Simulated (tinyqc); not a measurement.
Inside a calculation. Model: MOS inversion layer, Poisson-Schroedinger loop.

Computed by the program tinyqc: `OMP_NUM_THREADS=1 python tinyqc.py 2160035 2160036 out.jsonl`, one thread of a shared Intel Xeon 2.30GHz, about 1 s for the whole run. Printed values are rounded.

Electrons confined at an insulator interface at z = 0, treated as a hard wall; parabolic valleys, Hartree approximation, no image or exchange terms. The depletion charge lies far deeper than the electrons and gives a uniform field q Nd/(eps0 eps_r); the gate balances all charge. Energies are counted from the band edge at the interface.

Values chosen for this exercise; masses and permittivity close to those of silicon (110):
- T = 300 K (temperature)
- eps_r = 11.6 (relative permittivity)
- mz1 = 0.32 m0 (mass along z of valley set A (4 valley(s)))
- md1 = 0.322 m0 (in-plane density-of-states mass of set A)
- mz2 = 0.193 m0 (mass along z of valley set B (2 valley(s)))
- md2 = 0.419 m0 (in-plane density-of-states mass of set B)
- Ns = 5e12 cm^-2 (sheet density of electrons)
- Nd = 1.9e11 cm^-2 (sheet density of depletion charge)
- dE = 0 eV (extra shift of set B (strain))
- hz = 0.94 nm (mesh step)
- a = 0.3 (mixing factor)

Constants: q = 1.602176634e-19 C, kB = 1.380649e-23 J/K, hbar = 1.054571817e-34 J s, m0 = 9.1093837015e-31 kg, Vt = kB T/q, eps0 = 8.8541878128e-14 F/cm where lengths are in cm, hbar^2/(2 m0) = 0.0380998212 eV nm^2. Results are converted to the units shown.

## Fixed part of the potential

| node | z (nm) |
|---|---|
| 1 | 0.94 |
| 2 | 1.88 |
| 3 | 2.82 |
| 4 | 3.76 |
| 5 | 4.7 |
| 6 | 5.64 |
| 7 | 6.58 |
| 8 | 7.52 |
| 9 | 8.46 |
| 10 | 9.4 |
| 11 | 10.34 |
| 12 | 11.28 |
| 13 | 12.22 |
| 14 | 13.16 |
| 15 | 14.1 |
| 16 | 15.04 |
| 17 | 15.98 |
| 18 | 16.92 |

V0 = q Nd z/(eps0 eps_r) in eV.

| node | fixed potential V0 (eV) |
|---|---|
| 1 | 0.00278603 |
| 2 | 0.00557205 |
| 3 | 0.00835808 |
| 4 | 0.01114410 |
| 5 | 0.01393013 |
| 6 | 0.01671615 |
| 7 | 0.01950218 |
| 8 | 0.02228821 |
| 9 | 0.02507423 |
| 10 | 0.02786026 |
| 11 | 0.03064628 |
| 12 | 0.03343231 |
| 13 | 0.03621834 |
| 14 | 0.03900436 |
| 15 | 0.04179039 |
| 16 | 0.04457641 |
| 17 | 0.04736244 |
| 18 | 0.05014846 |

## Round 1: levels and probability densities

| node | self-consistent potential U at the start (eV) |
|---|---|
| 1 | 0 |
| 2 | 0 |
| 3 | 0 |
| 4 | 0 |
| 5 | 0 |
| 6 | 0 |
| 7 | 0 |
| 8 | 0 |
| 9 | 0 |
| 10 | 0 |
| 11 | 0 |
| 12 | 0 |
| 13 | 0 |
| 14 | 0 |
| 15 | 0 |
| 16 | 0 |
| 17 | 0 |
| 18 | 0 |

Tridiagonal Hamiltonian with psi = 0 one step beyond both ends: H_ii = C (1/m_(i-1/2) + 1/m_(i+1/2))/hz^2 + V0_i + U_i (+ dE for the set B), H_(i,i+1) = -C/(m_(i+1/2) hz^2), C = hbar^2/(2 m0). The lowest 2 level(s) of each valley set are kept, normalised to hz sum |psi|^2 = 1. The mass is the same on all intervals.

levels (eV): A1 0.02366837, A2 0.04173083, B1 0.02810017, B2 0.05157434

| node | \|psi\|^2 of A1 (1/nm) | \|psi\|^2 of A2 (1/nm) | \|psi\|^2 of B1 (1/nm) | \|psi\|^2 of B2 (1/nm) |
|---|---|---|---|---|
| 1 | 0.0213813 | 0.0228892 | 0.0131982 | 0.0176198 |
| 2 | 0.0727845 | 0.0670068 | 0.0469806 | 0.0559284 |
| 3 | 0.1275322 | 0.0881842 | 0.0880668 | 0.0850009 |
| 4 | 0.1631112 | 0.0683885 | 0.1228835 | 0.0842220 |
| 5 | 0.1706397 | 0.0277902 | 0.1426796 | 0.0558628 |
| 6 | 0.1540145 | 0.0014064 | 0.1451260 | 0.0203552 |
| 7 | 0.1235943 | 0.0097343 | 0.1330550 | 0.0007145 |
| 8 | 0.0898819 | 0.0477644 | 0.1119185 | 0.0086582 |
| 9 | 0.0600130 | 0.0941900 | 0.0873879 | 0.0402528 |
| 10 | 0.0371347 | 0.1276773 | 0.0638486 | 0.0808919 |
| 11 | 0.0214409 | 0.1376064 | 0.0438818 | 0.1142507 |
| 12 | 0.0116064 | 0.1253667 | 0.0284476 | 0.1295584 |
| 13 | 0.0059052 | 0.0994670 | 0.0173908 | 0.1243591 |
| 14 | 0.0028212 | 0.0695872 | 0.0099752 | 0.1031122 |
| 15 | 0.0012553 | 0.0427937 | 0.0052929 | 0.0737172 |
| 16 | 0.0005067 | 0.0225090 | 0.0025087 | 0.0441072 |
| 17 | 0.0001712 | 0.0092857 | 0.0009681 | 0.0201489 |
| 18 | 0.0000355 | 0.0021829 | 0.0002198 | 0.0050695 |

## Round 1: Fermi level and occupations

Level k holds N_k = D_k Vt ln(1 + exp((EF - E_k)/Vt)) with D = 4 md1 m0 q/(pi hbar^2) for the set A, D = 2 md2 m0 q/(pi hbar^2) for the set B per eV (spin included); EF is fixed by sum N_k = Ns.

EF = -0.02231559 eV
N_k (cm^-2): A1 2.170154e12, A2 1.121374e12, B1 1.203614e12, B2 5.048574e11

## Round 1: density, output potential and mixing

n_i = sum_k N_k |psi_k|^2 (converted to cm^-3). Hartree part by Gauss: on the interval before node i the electrons still beyond are S_i = Ns - hz sum_(j<i) n_j, and U_i = U_(i-1) + q S_i hz/(eps0 eps_r) in eV, U_0 = 0 at the interface. Mixing: U(new) = U + a (U(out) - U).

| node | n (1e18 cm^-3) | U(out) (eV) | U after round 1 (eV) |
|---|---|---|---|
| 1 | 0.968492 | 0.0733165 | 0.0219949 |
| 2 | 3.178757 | 0.1452980 | 0.0435894 |
| 3 | 5.245638 | 0.2128981 | 0.0638694 |
| 4 | 6.210901 | 0.2732679 | 0.0819804 |
| 5 | 6.014116 | 0.3250769 | 0.0975231 |
| 6 | 5.207645 | 0.3685963 | 0.1105789 |
| 7 | 4.396421 | 0.4049378 | 0.1214813 |
| 8 | 3.876970 | 0.4352195 | 0.1305659 |
| 9 | 3.613629 | 0.4601574 | 0.1380472 |
| 10 | 3.414501 | 0.4801144 | 0.1440343 |
| 11 | 3.113354 | 0.4953650 | 0.1486095 |
| 12 | 2.654192 | 0.5063244 | 0.1518973 |
| 13 | 2.080705 | 0.5136253 | 0.1540876 |
| 14 | 1.482191 | 0.5180583 | 0.1554175 |
| 15 | 0.942992 | 0.5204483 | 0.1561345 |
| 16 | 0.516280 | 0.5215386 | 0.1564616 |
| 17 | 0.221218 | 0.5219172 | 0.1565752 |
| 18 | 0.053488 | 0.5219910 | 0.1565973 |

## Round 2: levels and probability densities

As before.

levels (eV): A1 0.0974644, A2 0.1556612, B1 0.1137588, B2 0.1761266

| node | \|psi\|^2 of A1 (1/nm) | \|psi\|^2 of A2 (1/nm) | \|psi\|^2 of B1 (1/nm) | \|psi\|^2 of B2 (1/nm) |
|---|---|---|---|---|
| 1 | 0.1518182 | 0.0997375 | 0.0894503 | 0.0531489 |
| 2 | 0.3238779 | 0.1055431 | 0.2294896 | 0.0929685 |
| 3 | 0.2965447 | 0.0059543 | 0.2709280 | 0.0424347 |
| 4 | 0.1747444 | 0.0476657 | 0.2164155 | 0.0001274 |
| 5 | 0.0772984 | 0.1701462 | 0.1346421 | 0.0351999 |
| 6 | 0.0278526 | 0.2221432 | 0.0701618 | 0.1103626 |
| 7 | 0.0085939 | 0.1857038 | 0.0319959 | 0.1633697 |
| 8 | 0.0023480 | 0.1180649 | 0.0131479 | 0.1702325 |
| 9 | 0.0005821 | 0.0620606 | 0.0049730 | 0.1428958 |
| 10 | 0.0001335 | 0.0283674 | 0.0017603 | 0.1033200 |
| 11 | 0.0000288 | 0.0116691 | 0.0005910 | 0.0669588 |
| 12 | 0.0000059 | 0.0044271 | 0.0001902 | 0.0398873 |
| 13 | 0.0000012 | 0.0015760 | 0.0000592 | 0.0221709 |
| 14 | 0.0000002 | 0.0005322 | 0.0000179 | 0.0115628 |
| 15 | 0.0000000 | 0.0001709 | 0.0000052 | 0.0056201 |
| 16 | 0.0000000 | 0.0000516 | 0.0000015 | 0.0024719 |
| 17 | 0.0000000 | 0.0000137 | 0.0000004 | 0.0009008 |
| 18 | 0.0000000 | 0.0000024 | 0.0000001 | 0.0001972 |

## Round 2: Fermi level and occupations

As before.

EF = 0.06335675 eV
N_k (cm^-2): A1 3.295095e12, A2 3.860295e11, B1 1.204211e12, B2 1.146650e11

## Round 2: density, output potential and mixing

As before.

| node | n (1e19 cm^-3) | U(out) (eV) | U after round 2 (eV) |
|---|---|---|---|
| 1 | 0.652568 | 0.0733165 | 0.0373914 |
| 2 | 1.394965 | 0.1376383 | 0.0718041 |
| 3 | 1.310561 | 0.1827326 | 0.0995284 |
| 4 | 0.854824 | 0.2097627 | 0.1203151 |
| 5 | 0.486561 | 0.2250104 | 0.1357693 |
| 6 | 0.274675 | 0.2335517 | 0.1474707 |
| 7 | 0.157267 | 0.2383069 | 0.1565290 |
| 8 | 0.088666 | 0.2408944 | 0.1636644 |
| 9 | 0.048249 | 0.2422598 | 0.1693110 |
| 10 | 0.025358 | 0.2429602 | 0.1737121 |
| 11 | 0.012989 | 0.2433110 | 0.1770200 |
| 12 | 0.006531 | 0.2434828 | 0.1793730 |
| 13 | 0.003226 | 0.2435646 | 0.1809307 |
| 14 | 0.001554 | 0.2436019 | 0.1818728 |
| 15 | 0.000717 | 0.2436179 | 0.1823795 |
| 16 | 0.000305 | 0.2436239 | 0.1826103 |
| 17 | 0.000109 | 0.2436257 | 0.1826903 |
| 18 | 0.000024 | 0.2436260 | 0.1827059 |

## Course of the self-consistent loop

Start from U = 0. Stop when the largest |U(out) - U| is below 1e-7 eV, or after 120 rounds.

Course of the iteration:

| round | level A1 (eV) | EF (eV) | largest \|U(out) - U\| (eV) |
|---|---|---|---|
| 1 | 0.02366837 | -0.02231559 | 0.522 |
| 2 | 0.09746436 | 0.06335675 | 0.128 |
| 3 | 0.1279989 | 0.09467807 | 0.0785 |
| 4 | 0.1471754 | 0.1141612 | 0.0497 |
| 5 | 0.1596574 | 0.1267411 | 0.0327 |
| 6 | 0.1679527 | 0.1350587 | 0.0218 |
| 7 | 0.1735340 | 0.1406409 | 0.0146 |
| 8 | 0.1773168 | 0.1444208 | 9.82e-3 |
| 9 | 0.1798927 | 0.1469938 | 6.64e-3 |
| ... | ... | ... | ... |
| 32 | 0.1855284 | 0.1526209 | 1.41e-6 |
| 33 | 0.1855287 | 0.1526213 | 9.85e-7 |
| 34 | 0.1855290 | 0.1526215 | 6.86e-7 |
| 35 | 0.1855292 | 0.1526217 | 4.78e-7 |
| 36 | 0.1855293 | 0.1526219 | 3.33e-7 |
| 37 | 0.1855294 | 0.1526219 | 2.32e-7 |
| 38 | 0.1855295 | 0.1526220 | 1.62e-7 |
| 39 | 0.1855295 | 0.1526221 | 1.13e-7 |
| 40 | 0.1855296 | 0.1526221 | 7.88e-8 |

Converged in 40 rounds. Towards the end the residual shrinks by a factor of about 0.70 a round.

## Converged levels, occupations and centroid

| node | converged U (eV) |
|---|---|
| 1 | 0.0733164 |
| 2 | 0.1313836 |
| 3 | 0.1671546 |
| 4 | 0.1876737 |
| 5 | 0.2000695 |
| 6 | 0.2081500 |
| 7 | 0.2136234 |
| 8 | 0.2173270 |
| 9 | 0.2197788 |
| 10 | 0.2213533 |
| 11 | 0.2223297 |
| 12 | 0.2229110 |
| 13 | 0.2232402 |
| 14 | 0.2234149 |
| 15 | 0.2234994 |
| 16 | 0.2235349 |
| 17 | 0.2235465 |
| 18 | 0.2235487 |

Solve for the levels with V0 + U, find EF, n_i = sum_k N_k |psi_k|^2 (in cm^-3); share of each level N_k/Ns; centroid sum n z/sum n.

levels (eV): A1 0.1855296, A2 0.2448022, B1 0.2072807, B2 0.2589371
EF = 0.1526221 eV
shares (%): A1 68.67619, A2 7.75729, B1 20.62805, B2 2.93847

| node | n (1e19 cm^-3) |
|---|---|
| 1 | 1.106345 |
| 2 | 1.617599 |
| 3 | 1.106527 |
| 4 | 0.589362 |
| 5 | 0.313068 |
| 6 | 0.189146 |
| 7 | 0.128407 |
| 8 | 0.090817 |
| 9 | 0.063644 |
| 10 | 0.043398 |
| 11 | 0.028661 |
| 12 | 0.018286 |
| 13 | 0.011214 |
| 14 | 0.006541 |
| 15 | 0.003558 |
| 16 | 0.001732 |
| 17 | 0.000684 |
| 18 | 0.000158 |

centroid = 2.866148 nm

An 800-node mesh to 28 nm with 8 levels a set gives A1 = 0.1887 eV, EF = 0.1552 eV and a centroid of 3.235 nm; the levels kept above hold 95.0 % of the electrons there. The coarse centroid is 11 % below the fine one.

## Closed-form estimates

Triangular well: E_k = a_k (C F^2/mz)^(1/3), a_1 = 2.338107, a_2 = 4.087949, C = hbar^2/(2 m0), F in eV/nm. Fang-Howard (all electrons in the lowest level of set A): b^3 = 6 (mz1/C) q (Nd + 11 Ns/32)/(eps0 eps_r), centroid 3/b, level C b^2/(4 mz1) + (3/b) q (Nd + 11 Ns/16)/(eps0 eps_r). Use F = q (Nd + Ns)/(eps0 eps_r), the surface field, and F = q (Nd + Ns/2)/(eps0 eps_r).

A1 with the surface field = 0.2152630 eV
A1 with Nd + Ns/2 = 0.1388970 eV
A2 with Nd + Ns/2 = 0.2428476 eV
b = 1.144837 1/nm
Fang-Howard centroid = 2.620460 nm
Fang-Howard level = 0.1872943 eV

Against the self-consistent A1 = 0.1887 eV on a fine mesh, the surface-field estimate is 14 % above it, the half-charge one 26 % below it and Fang-Howard 0.75 % below it. A1 holds 67.3 % of the electrons, and the Fang-Howard centroid is 19 % below the full one.
